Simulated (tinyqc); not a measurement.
Gap voltage and exponent from three temperatures.

Problem. At constant current VBE(T) = Vg0 - a T - eta (kB T/q) ln T, where a is a constant. Find Vg0, eta and dVBE/dT at the middle temperature.

Constants: q = 1.602176634e-19 C, kB = 1.380649e-23 J/K. Results are converted to the units shown.

T (K): 233  253  273
VBE at a constant current (V): 0.7590332532  0.7164746433  0.6734932409

Solution. The relation is linear in Vg0, a and eta, so three points give a linear system; the slope is (VBE - Vg0 - eta kB T/q)/T. eta rests on the curvature of VBE(T) alone, so real fits need accuracy of some tens of microvolts or better.

Vg0 = 1.190 V
eta = 3.100
dVBE/dT = -2.139 mV/K

Program tinyqc, `OMP_NUM_THREADS=1 python tinyqc.py 2062021 2062022 out.jsonl`; Intel Xeon 2.30GHz, shared host, one thread, about 0.02 s.
